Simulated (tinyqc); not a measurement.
# Isotype n-N heterojunction, non-linear Poisson equation by Newton steps, Boltzmann statistics: effects of single changes

One dimension, material 1 (n-type) at x < 0 and material 2 (n-type) at x > 0. Band edges: Ec = -psi in material 1 and -psi + dEc in material 2, Ev = Ec - Eg. Equilibrium, Fermi level at 0. n = Nc F((EFn - Ec)/Vt), p = Nv F((Ev - EFp)/Vt), with F(eta) = exp(eta) (Boltzmann statistics); full ionisation, no interface charge, classical densities; the doping types are chosen for the exercise.

Values chosen for this exercise; band and dielectric values close to those of CdTe and CdS: temperature T = 300 K; band gap of material 1 Eg1 = 1.52 eV; relative permittivity of material 1 er1 = 10.1; conduction-band density of states of material 1 Nc1 = 7.9e17 cm^-3; valence-band density of states of material 1 Nv1 = 1.83e19 cm^-3; band gap of material 2 Eg2 = 2.42 eV; relative permittivity of material 2 er2 = 9.03; conduction-band density of states of material 2 Nc2 = 2.19e18 cm^-3; valence-band density of states of material 2 Nv2 = 1.83e19 cm^-3; conduction-band offset Ec2 - Ec1 dEc = -0.12 eV; donor density of material 1 N1 = 1e16 cm^-3; donor density of material 2 N2 = 1.1e16 cm^-3; bias of side 1 against side 2 V = 0 V.

Constants: q = 1.602176634e-19 C, kB = 1.380649e-23 J/K, Vt = kB T/q, eps0 = 8.8541878128e-14 F/cm where lengths are in cm. Results are converted to the units shown.

Each table varies one quantity; the others keep the values above.

## Effect of the conduction-band offset Ec2 - Ec1

Exact first integral: on each side D^2/(2 eps0 er) = G, G = q [Vt (nI_j - nI_b) + Vt (pI_j - pI_b) - C (psi_j - psi_b)], with C = +N1 or +N2, b the neutral end of that side, and nI, pI the densities themselves. D is continuous, so er1 G1(psi_j) = er2 G2(psi_j) fixes psi_j. Ends from Nc1 F(psi_L/Vt) = N1 and Nc2 F((V + psi_R - dEc)/Vt) = N2. D is counted positive when psi rises towards material 2.

Results:
```
dEc (eV)  psi_R - psi_L (V)  psi_j - psi_L (V)  psi_R - psi_j (V)  D/q (cm^-2)  n_j in 1 (cm^-3)  n_j in 2 (cm^-3)
-0.42               -0.4439            -0.3701           -0.07384    -1.960e11           6.072e9          1.913e17
-0.34               -0.3639            -0.2952           -0.06868    -1.734e11          1.098e11          1.568e17
-0.27               -0.2939            -0.2308           -0.06314    -1.512e11          1.329e12          1.265e17
-0.2                -0.2239            -0.1678           -0.05609    -1.259e11          1.517e13          9.630e16
-0.04              -0.06390           -0.03810           -0.02580    -4.504e10          2.291e15          2.984e16
0.03               0.006105           0.002980           0.003125      4.464e9          1.122e16          9.748e15
0.11                0.08610            0.03189            0.05422     5.884e10          3.433e16          1.351e15
0.18                 0.1561            0.04632             0.1098     9.621e10          5.999e16          1.574e14
```

Estimate the missing row, dEc = -0.12 eV.

Computed row:
```
dEc (eV)  psi_R - psi_L (V)  psi_j - psi_L (V)  psi_R - psi_j (V)  D/q (cm^-2)  n_j in 1 (cm^-3)  n_j in 2 (cm^-3)
-0.12               -0.1439           -0.09919           -0.04470    -9.083e10          2.156e14          6.199e16
```

With this row back in the table: As dEc goes from -0.42 to 0.18, the total bending rises from -0.444 to 0.156 V and the sheet charge D/q rises from -1.96e11 to 9.62e10 cm^-2; the share of the bending in material 1 falls from 83.4 to 29.7 %. The alignment is staggered for dEc = -0.42, -0.34, -0.27, -0.2, -0.12, -0.04 eV. The bending changes sign within the table: electrons move into material 1 where it is positive and into material 2 where it is negative.

## Effect of the donor density of material 2

Same model as above.

Effect of the donor density of material 2:
```
N2 (cm^-3)  psi_R - psi_L (V)  psi_j - psi_L (V)  psi_R - psi_j (V)  D/q (cm^-2)  n_j in 1 (cm^-3)  n_j in 2 (cm^-3)
5.5e14                -0.2213            -0.1107            -0.1107    -9.751e10          1.383e14          3.976e16
1.3e15                -0.1991            -0.1092           -0.08988    -9.669e10          1.462e14          4.206e16
3e15                  -0.1775            -0.1067           -0.07079    -9.525e10          1.613e14          4.637e16
7.2e15                -0.1549            -0.1022           -0.05262    -9.264e10          1.917e14          5.512e16
1.7e16                -0.1326           -0.09537           -0.03727    -8.850e10          2.499e14          7.187e16
4e16                  -0.1105           -0.08562           -0.02490    -8.233e10          3.644e14          1.048e17
9.3e16               -0.08871           -0.07305           -0.01565    -7.376e10          5.926e14          1.704e17
2.2e17               -0.06645           -0.05749          -0.008964    -6.200e10          1.082e15          3.112e17
```

As N2 goes from 5.5e14 to 2.2e17, the total bending rises from -0.221 to -0.0664 V and the sheet charge D/q rises from -9.75e10 to -6.20e10 cm^-2; the share of the bending in material 1 rises from 50.0 to 86.5 %. In every row electrons move into material 2, which accumulates, while the other side depletes.

tinyqc, about 0.03 s, one thread, Intel Xeon 2.30GHz (shared host): `OMP_NUM_THREADS=1 python tinyqc.py 2040170 2040171 out.jsonl`
